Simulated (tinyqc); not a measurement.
Worked calculation: deep trap from a strong local potential in a two-band host (Koster-Slater model with semi-elliptic bands). Computed by tinyqc, a small Python program that keeps every step. Command: `OMP_NUM_THREADS=1 python tinyqc.py 3004167 3004168 out.jsonl deeptrap walk`. One thread of a shared host (Intel(R) Xeon(R) Processor @ 2.30GHz), about 0.03 s of CPU time with the checks. Intermediate numbers are printed to about 5 digits and carried at full precision; extremes and crossings named in words are read from the listed rows.

The valence band spans -2 W_v to 0 and the conduction band E_g to E_g + 2 W_c. The orbital at the impurity site has weight f_v in the valence band and 1 - f_v in the conduction band, each spread as a semi-ellipse (2/(pi W^2)) sqrt(W^2 - x^2) about the band centre. The impurity adds U to this orbital. Spin is left out.

Inputs (values chosen for the exercise, for a model semiconductor):
```
quantity,value,unit
gap E_g,4.93,eV
half-width of the valence band W_v,5.5,eV
half-width of the conduction band W_c,3.9,eV
valence weight f_v of the site orbital,0.43,-
impurity potential U,-6.22,eV
levels per band n,2,-
trial energy E,3.34,eV
```

Impurity: attractive, donor-like.

## Green function at the trial energy

In the gap G(E) = f_v (2/W_v^2)[x - sqrt(x^2 - W_v^2)] - (1 - f_v)(2/W_c^2)[y - sqrt(y^2 - W_c^2)], x = E + W_v, y = E_g + W_c - E. The potential that would put a level at E is U = 1/G(E).

valence part = 0.054566 1/eV

conduction part = -0.12187 1/eV

G(E) = -0.067307 1/eV

potential needed = -14.857 eV

## Thresholds and the vacancy level

G falls across the gap from G(0) to G(E_g). A repulsive U binds if U > 1/G(0), an attractive one if U < 1/G(E_g); the vacancy level (U infinite) solves G(E) = 0 (bisection).

G(0) = 0.088312 1/eV

G(E_g) = -0.24773 1/eV

repulsive threshold = 11.323 eV

attractive threshold = -4.0367 eV

vacancy level = 1.2405 eV

## The trap level

The trap level solves G(E) = 1/U (bisection). With D = -dG/dE = D_v + D_c, D_v = f_v (2/W_v^2)[x/sqrt(x^2 - W_v^2) - 1] and D_c = (1 - f_v)(2/W_c^2)[y/sqrt(y^2 - W_c^2) - 1], the weight on the impurity orbital is 1/(U^2 D) and the conduction-band character is D_c/D.

trap level E_t = 4.6927 eV

weight on the impurity orbital = 0.16685

conduction-band character = 0.96554

depth below the conduction band = 0.23733 eV

The level comes down from the conduction band and has covered 6 % of the way to the vacancy level, which it can never pass; 83 % of the state lies on host orbitals.

## The same problem as a small matrix

Each band is replaced by n levels e_k = centre + W cos(k pi/(n + 1)) with weights w_k = f (2/(n + 1)) sin^2(k pi/(n + 1)), k = 1..n (valence first); H_kl = e_k delta_kl + U sqrt(w_k w_l).

host levels e_k (eV): [-2.75, -8.25, 10.78, 6.88]

weights w_k: [0.215, 0.215, 0.285, 0.285]

H (eV):
```
,1,2,3,4
1,-4.0873,-1.3373,-1.5397,-1.5397
2,-1.3373,-9.5873,-1.5397,-1.5397
3,-1.5397,-1.5397,9.0073,-1.7727
4,-1.5397,-1.5397,-1.7727,5.1073
```

## Levels of the small matrix

Diagonalise H (2n rows). The trap level, between the highest valence and the lowest conduction e_k, is number n + 1 from below for an attractive impurity and number n for a repulsive one.

levels (eV): [-10.349, -4.041, 5.040, 9.790]

trap level of the matrix = 5.0401 eV

It misses the Green-function level by +0.3474 eV; with so few levels per band it even lies inside the true band.

## Chemical trend: level against potential

U is 1.05, 1.2, 1.5, 2, 3, 5, 10 and 30 times the threshold, rounded to three digits; the largest values are formal and only show the vacancy limit.

Trend:
```
U (eV),E_t (eV),weight on the impurity,conduction character,E_t - vacancy level (eV)
-4.24,4.9267,0.03197,0.99711,3.6862
-4.84,4.8856,0.09899,0.98821,3.6452
-6.05,4.7207,0.16241,0.96849,3.4802
-8.07,4.3631,0.18152,0.93120,3.1226
-12.10,3.6962,0.14425,0.85124,2.4558
-20.20,2.8453,0.07374,0.71802,1.6048
-40.40,2.0454,0.02060,0.55964,0.8049
-121.00,1.4984,0.00220,0.43596,0.2579
```

dE_t/dU equals the weight on the impurity, which peaks at 0.182 (U = -8.07 eV) and falls to 0.0022 in the last row, so beyond the peak each further eV of potential moves the level less. The level nears the vacancy level, 1.240 eV, as 1/U: it is 0.805 eV away at 10 times the threshold and 0.258 eV at 30 times, and the state is then host-like.

## Opening the gap, as alloying or pressure does

The conduction band is shifted rigidly; widths, weights and U stay.

Against the gap:
```
E_g (eV),E_t (eV),depth below E_c (eV),conduction character
2.46,2.3256,0.13438,0.94972
3.20,3.0305,0.16945,0.95536
3.94,3.7393,0.20065,0.96018
4.44,4.2202,0.21984,0.96303
4.93,4.6927,0.23733,0.96554
5.67,5.4084,0.26156,0.96889
6.41,6.1265,0.28349,0.97178
7.89,7.5684,0.32163,0.97648
```

As the conduction band moves up by 5.430 eV the level follows by 5.243 eV, a mean slope of 0.97; the local slope is the conduction character. A shallow donor would follow with slope 1 and a shallow acceptor with slope 0.

Checks made by the program: closed form against a 4000-point quadrature of the densities of states (relative difference below 1e-10); 200 levels per band against the Green function (relative difference below 1e-10).
